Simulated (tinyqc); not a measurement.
Comparisons within one model: dielectric confinement in a thin film (image charges). A value that a table varies takes the place of the one given here.

A film |z| < t/2 of dielectric constant eps between half-spaces of dielectric constant e2; lam = (eps - e2)/(eps + e2), q = e^2/(4 pi eps0). The self-energy of a band edge is taken with the high-frequency value, e2 = eh, and the field of a fixed ion with the static one, e2 = eo. A charge at z has images lam^|n| at n t + (-1)^n z. Its self-energy is S(z) = (q/2 eps) sum over n >= 1 of lam^n [1/(n t - 2z) + 1/(n t + 2z)] for odd n and 2 lam^n/(n t) for even n; at the centre S(0) = -(q/(eps t)) ln(1 - lam).

Donor at the centre, lam from the static eo, trial function cos(pi z/t) exp(-rho/l): E(l) = c/(m l^2) - (q/eps) times the integral over k of F(k t) (1 + (k l/2)^2)^(-3/2), with F(x) = F0 + 2 lam exp(-x) G/(1 - lam exp(-x)), F0 = 2[(1 - exp(-x/2))/x + x (1 + exp(-x/2))/(x^2 + 4 pi^2)], G = 2 sinh(x/2)[1/x - x/(x^2 + 4 pi^2)]; c = hbar^2/2m0. The binding energy is -E at the minimum, counted from the subband edge with its self-energy.

Constants: e^2/(4 pi eps0) = 14.39964547 eV angstrom; hbar^2/2m0 = 3.80998211 eV angstrom^2; Ry = 13.60569312 eV.

Inputs chosen for the exercise (near those of a Si (100) film, two-fold valleys, between layers of Al2O3; the results hold for these values, not for the real material):
```
symbol  value                          unit      meaning
eps     11.8                                     dielectric constant of the film
eh      3                                        high-frequency dielectric constant outside
eo      8.8                                      static dielectric constant outside
m       0.184                          m0        mass in the plane
mz      0.929                          m0        mass across the film
ts      (10, 15, 22, 32, 48, 70, 100)  angstrom  thicknesses
t       56                             angstrom  film thickness
```

## Thinning the film

<S> is the mean over (2/t) cos^2(pi z/t); confinement c (pi/t)^2/mz; donor binding with and without images.

Results:
```
t (angstrom)  <S> (meV)  confinement (meV)  binding, no images (meV)  binding (meV)  l (angstrom)
10                126.2              404.8                      56.6           78.0          19.3
15                 84.1              179.9                      52.1           68.8          21.2
22                 57.4               83.6                      47.4           60.2          23.4
32                 39.4               39.5                      42.3           52.0          26.0
48                 26.3               17.6                      36.7           43.7          29.4
70                 18.0                8.3                      31.6           36.6          33.3
100                12.6                4.0                      26.9           30.6          37.7
```

Between 100 and 10 angstrom the binding goes from 30.6 to 78.0 meV; quantum confinement alone would take it from 26.9 to 56.6, so the images supply +3.6 and +21.3 meV. |<S>| goes as 1/t and exceeds the confinement energy beyond 32 angstrom. Hard-wall energies above 300 meV (up to t = 10 angstrom) overstate the confinement: walls are finite and valleys non-parabolic.

## Choice of the surrounding dielectric

The same film between different dielectrics; in this table one value e2 serves for both eo and eh.

Results:
```
case         lam  <S> (meV)  binding (meV)  l (angstrom)
e2 = 1     0.844       44.6          110.8          28.1
e2 = 2.5   0.650       26.0           76.9          28.8
e2 = 3.9   0.503       17.7           62.4          29.4
e2 = 7.5   0.223        6.6           44.4          30.5
e2 = 16   -0.151       -3.8           29.2          32.2
e2 = 25   -0.359       -8.4           23.1          33.2
e2 = 80   -0.743      -15.7           14.1          35.4
```

The binding spans a factor 7.8, from 111 meV in vacuum to 14.1 meV for e2 = 80; going from 3.9 to 25 changes it by -39.3 meV and the band edge by -26.1 meV, so the binding responds 1.51 times as much as the edge (for an orbit much smaller than t the binding would change by twice the change of S(0), -43.8 meV; here l/t = 0.53 for e2 = 3.9).

## What each parameter does

<S> is the mean over (2/t) cos^2(pi z/t). Each row changes one parameter from the base and keeps the others.

Results:
```
case             lam from eh  <S> (meV)  binding (meV)  l (angstrom)
base                   0.595       22.5           40.7          30.9
t = 66 angstrom        0.595       19.1           37.7          32.6
eps = 10.6             0.559       22.8           45.3          28.9
eo = 12.3              0.595       22.5           33.8          31.6
eh = 3.9               0.503       17.7           40.7          30.9
m = 0.221 m0           0.595       22.5           44.8          27.3
```

The largest shifts from the base row, up to three for each result and ties (the steps differ in size, so this ranks the rows, not the parameters). lam from eh: eh -0.091, eps -0.036; unchanged at the printed digits by t, eo and m. <S> (meV): eh -4.9, t -3.4, eps +0.3; unchanged at the printed digits by eo and m. binding (meV): eo -6.9, eps +4.6, m +4.1; unchanged at the printed digits by eh. l (angstrom): m -3.6, eps -2.0, t +1.7; unchanged at the printed digits by eh.

(tinyqc, `OMP_NUM_THREADS=1 python tinyqc.py 1250557 1250558 out.jsonl`, Intel(R) Xeon(R) Processor @ 2.30GHz, 1 thread, shared host, about 0.03 s.)
